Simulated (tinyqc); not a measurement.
Octagonal on-chip spiral inductor, lumped pi model: one step of the calculation.

Outer diameter do = di + 2 n wd + 2 (n - 1) sp, mean da = (do + di)/2, fill p = (do - di)/(do + di), length l = 3.314 n da. L = 2.25 mu0 n^2 da/(1 + 3.55 p), mu0 = 4 pi 1e-7 H/m. Rs = rho l/(wd delta (1 - exp(-th/delta))), delta = sqrt(rho/(pi f mu0)). Cs = n wd^2 eps0 eo/hu across the coil. At each end Cox = l wd eps0 eo/(2 ho) leads to the substrate branch Rsi = 2 rs he/(l wd) in parallel with Csi = l wd eps0 11.7/(2 he). With one end grounded Y = 1/(Rs + i w L) + i w Cs + 1/[1/(i w Cox) + 1/(1/Rsi + i w Csi)], w = 2 pi f; Q = -Im Y/Re Y. Eddy currents in neighbouring turns and in the substrate are left out.

Task. Geometry and model elements. do, l, L, delta, Rs, Cs, Cox, Rsi and Csi as defined.

Values chosen for this exercise; values of the order met in silicon radio-frequency processes:
```
symbol  value     unit                                     meaning
n         1.5                                      number of turns
wd         10       um                                  line width
sp          2       um                         space between turns
di         60       um                              inner diameter
th          4       um                             metal thickness
rho       1.9  uohm cm                           metal resistivity
ho        9.6       um                        oxide below the coil
hu        1.3       um            oxide between coil and underpass
eo          3                   relative permittivity of the oxide
rs         10   ohm cm                       substrate resistivity
he         30       um  effective spreading depth in the substrate
f         5.4      GHz                                   frequency
```

Constants: eps0 = 8.8541878128e-12 F/m. Results are converted to the units shown.

Give: do; l; L; delta; Rs; Cs; Cox; Rsi; Csi.

Result.

do = 92.000 um
l = 377.80 um
L = 0.27670 nH
delta = 0.94406 um
Rs = 0.77149 ohm
Cs = 3.0649 fF
Cox = 5.2267 fF
Rsi = 1588.2 ohm
Csi = 6.5229 fF

tinyqc, about 0.01 s, one thread, Intel Xeon 2.30GHz (shared host): `OMP_NUM_THREADS=1 python tinyqc.py 2302152 2302153 out.jsonl`
